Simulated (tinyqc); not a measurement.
Worked calculation: plane-wave Kohn-Sham cycle with exchange-only LDA in a layered model solid. One step of it, computed by the program tinyqc.

Task: Iteration 2: Hamiltonian at one k. H(m,m') = (k + G_m)^2/2 delta + V(G_m - G_m'), with V(-G) = V(G).

A solid whose potential varies along x alone (atomic units):

| parameter | value |
|---|---|
| period a | 11.900000 |
| cross-section of the cell | 28.000000 |
| electrons per cell | 4 |
| grid points | 16 |
| plane waves -n..n, n | 2 |
| k points | 3 |
| V1 in V1 cos(2 pi x/a) | -0.190000 |
| V2 in V2 cos(4 pi x/a) | 0.000000 |

V(G_m), m = 0, 1, 2, ... (hartree): -0.214917  0.076125  0.000277  -0.001971  0.000173

k = 0.000000 2 pi / a

Give: H.

Result:

H (hartree), lower triangle:
```
        -2      -1      +0      +1     +2
-2   0.343
-1   0.076  -0.076
+0   0.000   0.076  -0.215
+1  -0.002   0.000   0.076  -0.076
+2   0.000  -0.002   0.000   0.076  0.343
```
